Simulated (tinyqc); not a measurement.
# Abrupt p-n junction, non-linear Poisson equation by Newton steps, step by step

Computed by the program tinyqc: `OMP_NUM_THREADS=1 python tinyqc.py 2000146 2000147 out.jsonl`, one thread of a shared Intel Xeon 2.30GHz, about 0.02 s for the whole run. Printed values are rounded; ~0 in a residual or rate marks an entry under 1e-11 of the largest of its column.

One dimension, p side on the left, n side on the right; net doping C = -Na for x < 0 and +Nd for x > 0. The potential psi is counted from the intrinsic level, and the quasi-Fermi potentials are flat: 0 for holes and -V for electrons, so n = ni exp((psi + V)/Vt) and p = ni exp(-psi/Vt) (Boltzmann statistics, full ionisation, no current).

Inputs (values chosen for the exercise); band and dielectric values those of a made-up semiconductor:
- T = 273 K (temperature)
- Eg = 1.82 eV (band gap)
- eps_r = 8.98 (relative permittivity)
- Nc = 7.49e17 cm^-3 (conduction-band density of states at T)
- Nv = 1.37e19 cm^-3 (valence-band density of states at T)
- Na = 1.9e17 cm^-3 (acceptor density of the p side)
- Nd = 1.8e17 cm^-3 (donor density of the n side)
- V = 0 V (bias of the p side against the n side)

Constants: q = 1.602176634e-19 C, kB = 1.380649e-23 J/K, Vt = kB T/q, eps0 = 8.8541878128e-14 F/cm where lengths are in cm. Results are converted to the units shown.

Range of the model: The donor density exceeds a fifth of the band density of states, where Boltzmann statistics begin to fail.

## Intrinsic density, end potentials and Debye lengths

ni = sqrt(Nc Nv) exp(-Eg/(2 Vt)), Eg in volts; psi_p = -Vt ln(Na/ni), psi_n = Vt ln(Nd/ni) - V; Debye length sqrt(eps0 eps_r Vt/(q N)).

ni = 50.8558 cm^-3
psi_p = -0.843543 V
psi_n = 0.842271 V
Debye length, p side = 7.83878 nm
Debye length, n side = 8.05358 nm

## Net doping on the mesh

x, node 0 to 12 (nm): -153  -112  -78.6  -50.5  -27.3  -8  8  26.1  46.7  69.9  96.3  126  160

C = -Na for x < 0 and +Nd for x > 0, taken at the nodes.

net doping C, node 0 to 12 (cm^-3): -1.9e17  -1.9e17  -1.9e17  -1.9e17  -1.9e17  -1.9e17  1.8e17  1.8e17  1.8e17  1.8e17  1.8e17  1.8e17  1.8e17

## Couplings between neighbouring nodes

a_i = eps0 eps_r/h_i for the interval from node i to i + 1, with h_i = x_(i+1) - x_i in cm.

coupling a_i, interval 0 to 11 (F/cm^2): 1.93928e-7  2.38056e-7  2.82956e-7  3.42718e-7  4.11972e-7  4.96941e-7  4.39285e-7  3.85974e-7  3.42718e-7  3.01177e-7  2.67712e-7  2.33855e-7

## Starting potential

The parabolas of an abrupt Na-Nd junction in the depletion approximation: psi_p + q Na (x + xp)^2/(2 eps0 eps_r) for -xp < x < 0, psi_n - q Nd (xn - x)^2/(2 eps0 eps_r) for 0 < x < xn, flat outside, with W = sqrt(2 eps0 eps_r (psi_n - psi_p)(1/Na + 1/Nd)/q), xp = W Nd/(Na + Nd), xn = W Na/(Na + Nd), psi_p = -Vt ln(Na/ni), psi_n = Vt ln(Nd/ni) - V.

psi at the start, node 0 to 12 (V): -0.843543  -0.843543  -0.843543  -0.800735  -0.564875  -0.211643  0.165453  0.507099  0.751354  0.842271  0.842271  0.842271  0.842271

## Iteration 1: densities, residual and Jacobian diagonal

n_i = ni exp((psi_i + V)/Vt), p_i = ni exp(-psi_i/Vt), rho_i = p_i - n_i + C_i, g_i = (n_i + p_i)/Vt. Box widths w_i = (h_(i-1) + h_i)/2 in cm. Residual F_i = a_i (psi_(i+1) - psi_i) - a_(i-1) (psi_i - psi_(i-1)) + q rho_i w_i; Jacobian: a_(i-1) and a_i beside the diagonal, b_i = -a_(i-1) - a_i - q g_i w_i on it. The two end nodes are fixed.

```
node    n (cm^-3)    p (cm^-3)
0     1.36122e-14       1.9e17
1     1.36122e-14       1.9e17
2     1.36122e-14       1.9e17
3     8.39817e-14   3.07962e16
4      1.89821e-9   1.36250e12
5      0.00629885    4.10601e5
6         57640.2    0.0448700
7      1.16883e11   2.21274e-8
8      3.77464e15  6.85182e-13
9          1.8e17  1.43684e-14
10         1.8e17  1.43684e-14
11         1.8e17  1.43684e-14
12         1.8e17  1.43684e-14
```

```
node  residual F (C/cm^2)  diagonal b (F/cm^2)
1                      ~0          -5.24560e-6
2              1.21126e-8          -4.50001e-6
3              3.29500e-9          -1.16365e-6
4             4.63880e-13          -7.54710e-7
5             -1.18561e-8          -9.08913e-7
6              1.18561e-8          -9.36226e-7
7            -3.62362e-14          -8.25260e-7
8             -1.28368e-9          -7.84990e-7
9             -3.11590e-8          -3.68407e-6
10                     ~0          -4.00748e-6
11                     ~0          -4.40599e-6
```

## Iteration 1: Newton step

Solve the tridiagonal system a_(i-1) d_(i-1) + b_i d_i + a_i d_(i+1) = -F_i for nodes 1 to 11, with d = 0 on fixed nodes. Half of the step is added while the largest |d| exceeds 1.5 Vt, the full step after that.

Newton step d, before damping, node 1 to 11 (V): 0.0001280  0.0028211  0.0019510  -0.0053191  -0.0113684  0.0074747  0.0018015  -0.0046552  -0.0089460  -0.0006751  -0.0000410
psi after iteration 1, node 0 to 12 (V): -0.843543  -0.843415  -0.840722  -0.798784  -0.570194  -0.223011  0.172928  0.508900  0.746698  0.833325  0.841596  0.842230  0.842271

## Iteration 2: densities, residual and Jacobian diagonal

As before.

```
node    n (cm^-3)    p (cm^-3)
0     1.36122e-14       1.9e17
1     1.36865e-14   1.88969e17
2     1.53464e-14   1.68528e17
3     9.12435e-14   2.83452e16
4      1.51409e-9   1.70816e12
5      0.00388501    6.65717e5
6         79198.0    0.0326563
7      1.26185e11   2.04962e-8
8      3.09697e15  8.35112e-13
9      1.23062e17  2.10164e-14
10     1.74908e17  1.47867e-14
11     1.79686e17  1.43935e-14
12         1.8e17  1.43684e-14
```

```
node  residual F (C/cm^2)  diagonal b (F/cm^2)
1             1.67392e-12          -5.21947e-6
2             6.46949e-10          -4.05035e-6
3             4.23449e-11          -1.12083e-6
4             1.28035e-14          -7.54715e-7
5                      ~0          -9.08913e-7
6                      ~0          -9.36226e-7
7            -1.09011e-16          -8.25261e-7
8            -2.43014e-11          -7.74883e-7
9             -4.57357e-9          -2.72239e-6
10           -3.29884e-11          -3.91021e-6
11           -1.39534e-13          -4.39919e-6
```

## Iteration 2: Newton step

As before.

Newton step d, before damping, node 1 to 11 (in units of 1e-3 V): 0.00752  0.15778  -0.03424  -0.36581  -0.64169  -0.87040  -1.12913  -1.42359  -1.87619  -0.15359  -0.00938
psi after iteration 2, node 0 to 12 (V): -0.843543  -0.843407  -0.840564  -0.798819  -0.570559  -0.223653  0.172057  0.507771  0.745275  0.831449  0.841442  0.842220  0.842271

## Iteration 3: densities, residual and Jacobian diagonal

As before.

```
node    n (cm^-3)    p (cm^-3)
0     1.36122e-14       1.9e17
1     1.36908e-14   1.88908e17
2     1.54497e-14   1.67402e17
3     9.11108e-14   2.83865e16
4      1.49073e-9   1.73493e12
5      0.00378047    6.84125e5
6         76321.4    0.0338872
7      1.20272e11   2.15039e-8
8      2.91512e15  8.87208e-13
9      1.13628e17  2.27611e-14
10     1.73770e17  1.48835e-14
11     1.79615e17  1.43992e-14
12         1.8e17  1.43684e-14
```

```
node  residual F (C/cm^2)  diagonal b (F/cm^2)
1             5.74853e-15          -5.21794e-6
2             1.86312e-12          -4.02676e-6
3             1.23460e-14          -1.12155e-6
4             7.06737e-17          -7.54715e-7
5                      ~0          -9.08913e-7
6                      ~0          -9.36226e-7
7            -4.43469e-17          -8.25261e-7
8            -1.95005e-12          -7.72170e-7
9            -1.51450e-10          -2.56307e-6
10           -1.67157e-12          -3.88847e-6
11           -7.28499e-15          -4.39763e-6
```

## Iteration 3: Newton step

As before.

Newton step d, before damping, node 1 to 11 (in units of 1e-5 V): 0.00059  0.01051  -0.50939  -1.67927  -2.65261  -3.45953  -4.37235  -5.41126  -6.69879  -0.56421  -0.03451
psi after iteration 3, node 0 to 12 (V): -0.843543  -0.843407  -0.840564  -0.798824  -0.570576  -0.223679  0.172023  0.507727  0.745221  0.831382  0.841437  0.842220  0.842271

## Course of the Newton iteration

Stop when the largest undamped |d| is below 1e-9 V, or after 80 iterations.

Course of the iteration:
```
iteration  largest |F| (C/cm^2)  largest |d| (V)  at node
1                       3.12e-8           0.0114        5
2                       4.57e-9          1.88e-3        9
3                      1.51e-10          6.70e-5        9
4                      1.83e-13          8.12e-8        9
5                      2.68e-19         1.19e-13        9
```

Converged in 5 iterations. Once the step is below 0.1 Vt, 3 more iteration(s) reach the threshold: near the solution the error is roughly squared each time.

## Converged densities, field and charge

converged psi, node 0 to 12 (V): -0.843543  -0.843407  -0.840564  -0.798824  -0.570576  -0.223679  0.172023  0.507727  0.745221  0.831382  0.841437  0.842220  0.842271

n and p as above; field E_i = -(psi_(i+1) - psi_i)/h_i on each interval; charge on either side of the peak Q = eps0 eps_r |E|max (Gauss).

```
node    n (cm^-3)    p (cm^-3)
0     1.36122e-14       1.9e17
1     1.36908e-14   1.88908e17
2     1.54498e-14   1.67401e17
3     9.10910e-14   2.83926e16
4      1.48966e-9   1.73617e12
5      0.00377620    6.84898e5
6         76209.1    0.0339371
7      1.20048e11   2.15440e-8
8      2.90841e15  8.89253e-13
9      1.13305e17  2.28261e-14
10     1.73728e17  1.48871e-14
11     1.79612e17  1.43994e-14
12         1.8e17  1.43684e-14
```

field E, interval 0 to 11 (kV/cm): -0.033  -0.851  -14.854  -98.382  -179.739  -247.314  -185.472  -115.288  -37.138  -3.809  -0.264  -0.015
peak |E| = 247.314 kV/cm
charge Q = 196.641 nC/cm^2

## Check against the exact first integral and the depletion approximation

ni = sqrt(Nc Nv) exp(-Eg/(2 Vt)), Eg in volts. Exact first integral for an abrupt junction with thick neutral sides: psi_p = -Vt ln(Na/ni), psi_n = Vt ln(Nd/ni) - V, psi_j = (Nd psi_n + Na psi_p - Vt (Nd - Na))/(Na + Nd) at the junction, n_j = ni exp((psi_j + V)/Vt), p_j = ni exp(-psi_j/Vt), and E_j^2 = (2 q/(eps0 eps_r)) [Nd (psi_n - psi_j - Vt) + Vt (n_j + p_j)] (minority densities of the neutral sides neglected). Depletion approximation: Vbi = Vt ln(Na Nd/ni^2), W = sqrt(2 eps0 eps_r (Vbi - V)(1/Na + 1/Nd)/q), xp = W Nd/(Na + Nd), xn = W Na/(Na + Nd), peak field 2 (Vbi - V)/W, capacitance eps0 eps_r/W.

psi_j = -0.0227814 V
exact field at the junction = 247.075 kV/cm
Vbi = 1.68581 V
W = 134.544 nm
peak field in the depletion approximation = 250.596 kV/cm

The depletion approximation gives a peak field 1.4 % above the exact one, since it leaves out the Debye tails of the majority carriers at the edges of the depleted layer. The 13-node mesh above gave 247.3 kV/cm on the interval that holds the junction, 0.097 % above the exact value.
